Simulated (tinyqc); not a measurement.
Short-channel transistor, virtual-source model with series resistance: one step of the calculation.

The current per gate width is the charge at the top of the source barrier (the virtual source) times its velocity times a saturation function; al and be are fitting constants of the model. Units: I in uA/um, Rs in ohm um, so I Rs = 1e-6 I Rs in volts; Q in uC/cm^2, so I = 1e-4 Q vx0 Fsat with vx0 in cm/s.

Problem. Current through the series resistance. Intrinsic voltages Vg' = Vgs - I Rs, Vd' = Vds - 2 I Rs. n = n0 + nd Vd', VT = VT0 - dl Vd', Ff = 1/(1 + exp((Vg' - VT + al Vt/2)/(al Vt))), Q = Cinv n Vt ln(1 + exp((Vg' - VT + al Vt Ff)/(n Vt))), Vdsat = (vx0 L/mu)(1 - Ff) + Vt Ff, Fsat = u/(1 + u^be)^(1/be) with u = Vd'/Vdsat, and I(out) = Q vx0 Fsat per width. (Fsat takes the sign of u.) I(new) = I + 0.5 (I(out) - I).

Values chosen for this exercise:

| symbol | value | unit | meaning |
|---|---|---|---|
| T | 400 | K | temperature |
| Cinv | 2.07 | uF/cm^2 | inversion capacitance |
| vx0 | 2.45e7 | cm/s | velocity at the virtual source |
| mu | 730 | cm^2/(V s) | apparent mobility |
| L | 32 | nm | channel length |
| VT0 | 0.384 | V | threshold at zero drain voltage |
| dl | 0.197 | V/V | drain-induced barrier lowering |
| n0 | 1.26 |  | subthreshold factor |
| nd | 0.1 | 1/V | growth of n with drain voltage |
| al | 3.5 |  | threshold shift (in units of Vt) from weak to strong inversion |
| be | 1.4 |  | sharpness of saturation |
| Rs | 70 | ohm um | series resistance of each contact |
| Vgs | 0.75 | V | gate voltage |
| Vds | 0.05 | V | drain voltage |

Constants: q = 1.602176634e-19 C, kB = 1.380649e-23 J/K, Vt = kB T/q. Results are converted to the units shown.

I at the start = 0 uA/um

Give: Vg'; Vd'; VT; Ff; Q; Vdsat; Fsat; I(out); I after iteration 1.

Solution.

Vg' = 0.7500 V
Vd' = 0.05000 V
VT = 0.3741 V
Ff = 0.02620
Q = 0.7846 uC/cm^2
Vdsat = 0.1055 V
Fsat = 0.3822
I(out) = 734.7 uA/um
I after iteration 1 = 367.3 uA/um

tinyqc, about 0.02 s, one thread, Intel Xeon 2.30GHz (shared host): `OMP_NUM_THREADS=1 python tinyqc.py 2380152 2380153 out.jsonl`
